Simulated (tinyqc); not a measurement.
Worked calculation: empirical pseudopotential in a few plane waves. One step of it, computed by the program tinyqc.

Task: Bloch Hamiltonian at k. Basis: the 15 shortest G (labels in 2 pi/a), the same at every k. H(G,G') = c |k + G|^2 delta + VS(|G-G'|^2) cos((G-G').tau) + i VA sin((G-G').tau), tau = a/8 (1,1,1); 1 Ry = 13.605693 eV.

Parameters chosen for this model: fcc lattice, atoms at +/- a/8 (1,1,1); form factors in rydberg at |G|^2 in units of (2 pi/a)^2:
```
parameter                 value      unit
a                      6.060000  angstrom
VS(3)                 -0.192000        Ry
VS(8)                  0.012000        Ry
VS(11)                 0.058000        Ry
VA(3)                  0.070000        Ry
VA(4)                  0.063000        Ry
VA(11)                 0.016000        Ry
hbar^2/2m (2 pi/a)^2   4.095787        eV
```

k point k (2 pi / a): 0.070000  -0.150000  -0.350000

Give: H(k) at k.

Result:

H(k) at k (eV):
```
                 +0+0+0           -1-1-1           -1-1+1           -1+1-1
+0+0+0           0.6140   1.8472+0.6734i  -1.8472+0.6734i  -1.8472+0.6734i
-1-1-1   1.8472-0.6734i          16.4237   0.0000-0.8572i   0.0000-0.8572i
-1-1+1  -1.8472-0.6734i   0.0000+0.8572i          10.6896           0.1633
-1+1-1  -1.8472-0.6734i   0.0000+0.8572i           0.1633          13.9662
-1+1+1  -1.8472+0.6734i          -0.1633   0.0000+0.8572i   0.0000+0.8572i
+1-1-1  -1.8472-0.6734i   0.0000+0.8572i           0.1633           0.1633
+1-1+1  -1.8472+0.6734i          -0.1633   0.0000+0.8572i           0.0000
+1+1-1  -1.8472+0.6734i          -0.1633           0.0000   0.0000+0.8572i
+1+1+1   1.8472+0.6734i           0.0000          -0.1633          -0.1633
-2+0+0   0.0000-0.8572i  -1.8472+0.6734i  -1.8472-0.6734i  -1.8472-0.6734i
+0-2+0   0.0000-0.8572i  -1.8472+0.6734i  -1.8472-0.6734i   0.5580-0.1539i
+0+0-2   0.0000-0.8572i  -1.8472+0.6734i   0.5580-0.1539i  -1.8472-0.6734i
+0+0+2   0.0000+0.8572i  -0.5580-0.1539i   1.8472+0.6734i  -0.5580+0.1539i
+0+2+0   0.0000+0.8572i  -0.5580-0.1539i  -0.5580+0.1539i   1.8472+0.6734i
+2+0+0   0.0000+0.8572i  -0.5580-0.1539i  -0.5580+0.1539i  -0.5580+0.1539i

                 -1+1+1           +1-1-1           +1-1+1           +1+1-1
+0+0+0  -1.8472-0.6734i  -1.8472+0.6734i  -1.8472-0.6734i  -1.8472-0.6734i
-1-1-1          -0.1633   0.0000-0.8572i          -0.1633          -0.1633
-1-1+1   0.0000-0.8572i           0.1633   0.0000-0.8572i           0.0000
-1+1-1   0.0000-0.8572i           0.1633           0.0000   0.0000-0.8572i
-1+1+1           8.2321           0.0000           0.1633           0.1633
+1-1-1           0.0000          17.5705   0.0000-0.8572i   0.0000-0.8572i
+1-1+1           0.1633   0.0000+0.8572i          11.8364           0.1633
+1+1-1           0.1633   0.0000+0.8572i           0.1633          15.1130
+1+1+1   0.0000+0.8572i          -0.1633   0.0000+0.8572i   0.0000+0.8572i
-2+0+0   1.8472-0.6734i   0.5580-0.1539i  -0.5580-0.1539i  -0.5580-0.1539i
+0-2+0  -0.5580-0.1539i  -1.8472-0.6734i   1.8472-0.6734i  -0.5580-0.1539i
+0+0-2  -0.5580-0.1539i  -1.8472-0.6734i  -0.5580-0.1539i   1.8472-0.6734i
+0+0+2  -1.8472+0.6734i  -0.5580+0.1539i  -1.8472+0.6734i   0.5580+0.1539i
+0+2+0  -1.8472+0.6734i  -0.5580+0.1539i   0.5580+0.1539i  -1.8472+0.6734i
+2+0+0   0.5580+0.1539i   1.8472+0.6734i  -1.8472+0.6734i  -1.8472+0.6734i

                 +1+1+1           -2+0+0           +0-2+0           +0+0-2
+0+0+0   1.8472-0.6734i   0.0000+0.8572i   0.0000+0.8572i   0.0000+0.8572i
-1-1-1           0.0000  -1.8472-0.6734i  -1.8472-0.6734i  -1.8472-0.6734i
-1-1+1          -0.1633  -1.8472+0.6734i  -1.8472+0.6734i   0.5580+0.1539i
-1+1-1          -0.1633  -1.8472+0.6734i   0.5580+0.1539i  -1.8472+0.6734i
-1+1+1   0.0000-0.8572i   1.8472+0.6734i  -0.5580+0.1539i  -0.5580+0.1539i
+1-1-1          -0.1633   0.5580+0.1539i  -1.8472+0.6734i  -1.8472+0.6734i
+1-1+1   0.0000-0.8572i  -0.5580+0.1539i   1.8472+0.6734i  -0.5580+0.1539i
+1+1-1   0.0000-0.8572i  -0.5580+0.1539i  -0.5580+0.1539i   1.8472+0.6734i
+1+1+1           9.3789  -0.5580-0.1539i  -0.5580-0.1539i  -0.5580-0.1539i
-2+0+0  -0.5580+0.1539i          15.8503           0.1633           0.1633
+0-2+0  -0.5580+0.1539i           0.1633          19.4546           0.1633
+0+0-2  -0.5580+0.1539i           0.1633           0.1633          22.7312
+0+0+2  -1.8472-0.6734i          -0.1633          -0.1633           0.0000
+0+2+0  -1.8472-0.6734i          -0.1633           0.0000          -0.1633
+2+0+0  -1.8472-0.6734i           0.0000          -0.1633          -0.1633

                 +0+0+2           +0+2+0           +2+0+0
+0+0+0   0.0000-0.8572i   0.0000-0.8572i   0.0000-0.8572i
-1-1-1  -0.5580+0.1539i  -0.5580+0.1539i  -0.5580+0.1539i
-1-1+1   1.8472-0.6734i  -0.5580-0.1539i  -0.5580-0.1539i
-1+1-1  -0.5580-0.1539i   1.8472-0.6734i  -0.5580-0.1539i
-1+1+1  -1.8472-0.6734i  -1.8472-0.6734i   0.5580-0.1539i
+1-1-1  -0.5580-0.1539i  -0.5580-0.1539i   1.8472-0.6734i
+1-1+1  -1.8472-0.6734i   0.5580-0.1539i  -1.8472-0.6734i
+1+1-1   0.5580-0.1539i  -1.8472-0.6734i  -1.8472-0.6734i
+1+1+1  -1.8472+0.6734i  -1.8472+0.6734i  -1.8472+0.6734i
-2+0+0          -0.1633          -0.1633           0.0000
+0-2+0          -0.1633           0.0000          -0.1633
+0+0-2           0.0000          -0.1633          -0.1633
+0+0+2          11.2630           0.1633           0.1633
+0+2+0           0.1633          14.5396           0.1633
+2+0+0           0.1633           0.1633          18.1439
```
